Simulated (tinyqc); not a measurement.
Thermal stress, cracking, delamination and buckling of a thin film; Griffith cracks and misfitting inclusions: one step, computed by the program tinyqc.

Isotropic linear elasticity; the substrate is much thicker than the film; stress is positive in tension.

Problem. Elastic mismatch. Dundurs alpha = (Ebar - Ebar_s)/(Ebar + Ebar_s), with Ebar_s = E_s/(1 - nu_s^2). The channel-crack factor is taken as g = 1.258 (1 - alpha)^(-0.7), a rough interpolation chosen for the exercise (1.258 is the value for matched materials).

Inputs (values chosen for the exercise, modelled on an aluminium film on silicon):
```
quantity,value,unit
deposition temperature T_d,550,K
final temperature T,300,K
substrate Young's modulus E_s,147,GPa
substrate Poisson ratio nu_s,0.24,-
```

Ebar = 79.94120 GPa

Give: Dundurs alpha; factor g.

Solution.

Dundurs alpha = -0.32232

factor g = 1.0345

The stiffer substrate holds the crack faces and lowers the driving force.
